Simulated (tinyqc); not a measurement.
Worked calculation: geometry optimisation on the UHF/sto-6g surface (energies and gradients from PySCF), for H4, spin multiplicity 3. One step of it, computed by the program tinyqc.

Question. Step 1: move. Quasi-Newton step p = -H^(-1) g (first H = 1 times the unit matrix); steps longer than 0.3 bohr are cut back (factor 0.824 here).

positions at the start (bohr):
```
            x          y          z
1H  -0.051023  -0.037795  -0.049133
2H  -0.085038   0.007559   1.498553
3H  -0.081258   1.719651  -0.022677
4H  -0.069920   1.797130   1.528788
```

gradient (hartree/bohr):
```
              x            y            z
1H  -0.00126302   0.05704921   0.15841701
2H   0.00092269   0.07444128  -0.17974062
3H  -0.00109902  -0.07044947   0.17998982
4H   0.00143935  -0.06104102  -0.15866621
```

Give: positions after step 1.

Answer.

positions after step 1 (bohr):
```
          x        y        z
1H  -0.0500  -0.0848  -0.1797
2H  -0.0858  -0.0538   1.6467
3H  -0.0804   1.7777  -0.1710
4H  -0.0711   1.8474   1.6596
```
